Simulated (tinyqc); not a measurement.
Range and order of the fit: effective mass of the heavy-hole band from tabulated energies.

c = hbar^2/2m0.
Constants: hbar^2/2m0 = 3.80998211 eV angstrom^2.

Energies along [110], from the band edge downward:
```
k (1/angstrom)   E (meV)
0.000000         0.00000
0.010000         1.01930
0.020000         4.03340
0.030000         8.91130
0.040000        15.43960
0.050000        23.33320
0.060000        32.25700
0.070000        41.86060
0.080000        51.81910
```

reference mass (curvature of the model at k = 0.0001 1/angstrom) = 0.372430 m0

Least-squares fits of E = a k^2 (+ b k^4 + d k^6) over points 1 to n, and the line y = c k^2/E against E; errors of m against the reference.

Results:
```
n  E at point n (meV)  one term (%)  two terms (%)  three terms (%)  line (%)  rms residual, one term (meV)
3                 8.9          2.98           0.01             0.00     -0.03                         0.041
4                15.4          5.16           0.04             0.00     -0.10                         0.125
5                23.3          7.96           0.11            -0.01     -0.22                         0.288
6                32.3         11.41           0.28            -0.04     -0.41                         0.563
7                41.9         15.54           0.60            -0.09     -0.71                         0.976
8                51.8         20.35           1.14            -0.16     -1.12                         1.549
```

The error of the parabola goes from +2.98 to +20.35 % as the range widens, and at n = 8 its residual, 1.55 meV, is only 3.0 % of the top energy: a small residual does not vouch for the mass. Over the full range (n = 8) the best form is three terms (0.16 %); the line errs by -0.03 % at n = 3 and -1.12 % at n = 8. Without scatter, a narrower range or a second term is the cure: at n = 8 the errors are +20.35, +1.14 and -0.16 % for one, two and three terms. Three terms on three points interpolate exactly.

Program tinyqc; command `OMP_NUM_THREADS=1 python tinyqc.py 1880426 1880427 out.jsonl`; about 0.01 s on one thread of a shared Intel(R) Xeon(R) Processor @ 2.30GHz.
